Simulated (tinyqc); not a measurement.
## Read current of a NAND string, cells in series solved by shooting: effect of the pass voltage

Cells in series, numbered from 0 at the source line (0 V) to the bit line, each followed by a gap resistance Rg. A cell with gate Vg, threshold VT, source Vs and drain Vd passes I = 2 nf K Vt^2 [F(Vs) - F(Vd)]/(1 + th max(Vg - VT, 0)), F(V) = ln^2(1 + exp((Vg - VT - nf V)/(2 nf Vt))). The selected cell has Vg = Vr, the others Vg = Vp.

For a trial current I start at 0 V and, cell by cell, solve for the drain: sqrt(F(Vd)) = sqrt(F(Vs) - I/k), k = 2 nf K Vt^2/(1 + th max(Vg - VT, 0)), Vd = [Vg - VT - 2 nf Vt ln(exp(sqrt F) - 1)]/nf, then add I Rg. The string current is the I for which the last node reaches Vbl. The apparent threshold is the Vr at which I = Is. Background: all other cells erased (VT = Ve) or all in the highest state (VT = Vh); ratio and shift are high over erased and high minus erased. The string has 64 cells and the selected one is cell 32.

Parameters, values chosen for the exercise; values of the order met in vertical NAND strings:
- T = 358 K (temperature)
- K = 3.2 uA/V^2 (gain factor of a cell)
- nf = 2.4 (slope factor)
- th = 0.07 1/V (mobility reduction factor)
- Rg = 11 kohm (resistance of the gap between cells)
- Vbl = 0.3 V (bit-line voltage)
- Ve = -1.4 V (threshold of an erased cell)
- Vh = 3.4 V (threshold of the highest state)
- Vx = 1.6 V (threshold of the selected cell)
- Is = 20 nA (sensing current)
- Vr = 2.51 V (read voltage on the selected word line)

Constants: q = 1.602176634e-19 C, kB = 1.380649e-23 J/K, Vt = kB T/q. Results are converted to the units shown.

Result of one run:
columns A: Vp (V); B: I, others erased (uA); C: I, others high (uA); D: ratio; E: apparent VT, erased (V); F: apparent VT, high (V); G: background shift (mV)
```
A        B        C       D      E      F      G
7  0.05764  0.03365  0.5838  1.829  1.914  85.40
```

What becomes of these results when the pass voltage Vp is changed from 7 to 6 V, all else the same?

Result of the changed run:
columns A: Vp (V); B: I, others erased (uA); C: I, others high (uA); D: ratio; E: apparent VT, erased (V); F: apparent VT, high (V); G: background shift (mV)
```
A        B        C       D      E      F      G
6  0.05395  0.02566  0.4756  1.837  1.995  158.2
```

The whole series:
columns A: Vp (V); B: I, others erased (uA); C: I, others high (uA); D: ratio; E: apparent VT, erased (V); F: apparent VT, high (V); G: background shift (mV)
```
A          B        C       D      E      F      G
5.5  0.05191  0.02101  0.4047  1.842  2.201  359.2
6    0.05395  0.02566  0.4756  1.837  1.995  158.2
6.5  0.05586  0.02985  0.5344  1.833  1.943  110.6
7    0.05764  0.03365  0.5838  1.829  1.914  85.40
7.5  0.05931  0.03711  0.6257  1.826  1.895  69.01
```

As Vp goes from 5.5 to 7.5 V, the current with erased neighbours rises from 0.0519 to 0.0593 uA, that with high neighbours rises from 0.0210 to 0.0371 uA and the ratio rises from 0.405 to 0.626. The background shift falls from 359 to 69.0 mV. A higher pass voltage also disturbs erased cells more, which this model leaves out.

Program tinyqc, `OMP_NUM_THREADS=1 python tinyqc.py 2142167 2142168 out.jsonl`; Intel Xeon 2.30GHz, shared host, one thread, about 0.4 s.
